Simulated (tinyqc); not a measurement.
# Undoped gate-all-around wire MOSFET, analytic charge model: effects of single changes

An undoped round wire of radius R under an insulator shell and a surrounding gate; long channel, electrons only, n = ni exp((psi - V)/Vt) with V the quasi-Fermi potential (0 at the source, Vd at the drain), constant mobility, no quantisation. The radial Poisson equation gives n(r) = n(0)/(1 - (1 - b) r^2/R^2)^2 with b = Q0/(Q + Q0). Q is the electron charge per area of the wire surface.

Inputs (values chosen for the exercise); material values those of a made-up semiconductor:
- T = 300 K (temperature)
- Eg = 1.31 eV (band gap)
- eps_r = 9.15 (relative permittivity of the semiconductor)
- Nc = 2.38e19 cm^-3 (conduction-band density of states at T)
- Nv = 3.06e19 cm^-3 (valence-band density of states at T)
- eox = 9.08 (relative permittivity of the gate insulator)
- tox = 2.4 nm (insulator thickness)
- R = 3 nm (wire radius)
- dphi = 0.13 V (gate work function less that of the intrinsic body)
- mu = 800 cm^2/(V s) (channel mobility)
- L = 0.1 um (gate length)
- Vd = 1 V (drain voltage)

Constants: q = 1.602176634e-19 C, kB = 1.380649e-23 J/K, Vt = kB T/q, eps0 = 8.8541878128e-14 F/cm where lengths are in cm. Results are converted to the units shown.

Each table varies one quantity; the others keep the values above.

## Effect of the gate work function less that of the intrinsic body

ni = sqrt(Nc Nv) exp(-Eg/(2 Vt)), Eg in volts; Cox = eps0 eox/(R ln(1 + tox/R)); Q0 = 4 eps0 eps_r Vt/R; V0 = dphi + Vt ln[8 eps0 eps_r Vt/(q ni R^2)]. Q solves Vg - V0 - V = Q/Cox + Vt ln(Q/Q0) + Vt ln(1 + Q/Q0). I = mu (2 pi R/L)[2 Vt (Qs - Qd) + (Qs^2 - Qd^2)/(2 Cox) + Vt Q0 ln((Qd + Q0)/(Qs + Q0))], with Qs at V = 0 and Qd at V = Vd.  I(low) is taken at Vg = 0.51 V, Qs and I(high) at Vg = 1.26 V.

Effect of the gate work function less that of the intrinsic body:

| dphi (V) | V0 (V) | I(low) (nA) | Qs(high) (nC/cm^2) | I(high) (uA) |
|---|---|---|---|---|
| -0.02 | 0.61322 | 19.500 | 2426.4 | 113.80 |
| 0.03 | 0.66322 | 2.8909 | 2218.4 | 96.295 |
| 0.08 | 0.71322 | 0.41949 | 2012.1 | 80.348 |
| 0.13 | 0.76322 | 0.060673 | 1807.8 | 65.949 |
| 0.18 | 0.81322 | 0.0087714 | 1605.8 | 53.082 |
| 0.23 | 0.86322 | 0.0012680 | 1406.6 | 41.727 |
| 0.28 | 0.91322 | 1.8329e-4 | 1210.8 | 31.863 |

What does the table show?

As dphi goes from -0.02 to 0.28 V, I(low) falls from 19.5 to 1.83e-4 nA and I(high) falls from 114 to 31.9 uA. V0 rises from 0.613 to 0.913 V. In every row the surface density at the source at the higher gate voltage passes 0.3 Nc, where Boltzmann statistics fail. In every row mu V/L at the higher gate voltage, with V the smaller of Vd and Vg - V0, passes 3e6 cm/s, so velocity saturation would lower the current. In every row the body is thin enough for quantum confinement, left out here, to raise the threshold.

## Output curve

Same model as above.

I = mu (2 pi R/L)[2 Vt (Qs - Qd) + (Qs^2 - Qd^2)/(2 Cox) + Vt Q0 ln((Qd + Q0)/(Qs + Q0))], with Qs at V = 0 and Qd at V = Vd.

In this table Vg = 1.06 V.

Result of one run:

| Vd (V) | Qd (nC/cm^2) | Qd/Qs | I (uA) |
|---|---|---|---|
| 0.47 | 0.34222 | 3.3572e-4 | 23.457 |

What becomes of these results when the drain voltage Vd is changed from 0.47 to 0.37 V, all else the same?

Result of the changed run:

| Vd (V) | Qd (nC/cm^2) | Qd/Qs | I (uA) |
|---|---|---|---|
| 0.37 | 13.919 | 0.013655 | 23.399 |

The whole series:

| Vd (V) | Qd (nC/cm^2) | Qd/Qs | I (uA) |
|---|---|---|---|
| 0.06 | 796.95 | 0.78182 | 8.2098 |
| 0.11 | 619.81 | 0.60804 | 13.545 |
| 0.16 | 452.99 | 0.44439 | 17.582 |
| 0.21 | 300.77 | 0.29506 | 20.413 |
| 0.27 | 147.43 | 0.14463 | 22.411 |
| 0.32 | 57.751 | 0.056654 | 23.157 |
| 0.37 | 13.919 | 0.013655 | 23.399 |
| 0.42 | 2.3118 | 0.0022680 | 23.449 |
| 0.47 | 0.34222 | 3.3572e-4 | 23.457 |

The current rises from 8.21 to 23.5 uA, while the charge at the drain end falls from 0.78 to 3.4e-4 of that at the source. The current first comes within 1 % of its last value at Vd = 0.37 V among the rows. Over the last rows Qd falls by a factor of e for each Vt of drain voltage: the drain end is in weak inversion. In every row the surface density at the source passes 0.3 Nc, where Boltzmann statistics fail. In every row mu V/L, with V the smaller of Vd and Vg - V0, passes 3e6 cm/s, so velocity saturation would lower the current. In every row the body is thin enough for quantum confinement, left out here, to raise the threshold.

Numbers from tinyqc (`OMP_NUM_THREADS=1 python tinyqc.py 2460062 2460063 out.jsonl`; about 0.02 s on one thread of a shared Intel Xeon 2.30GHz).
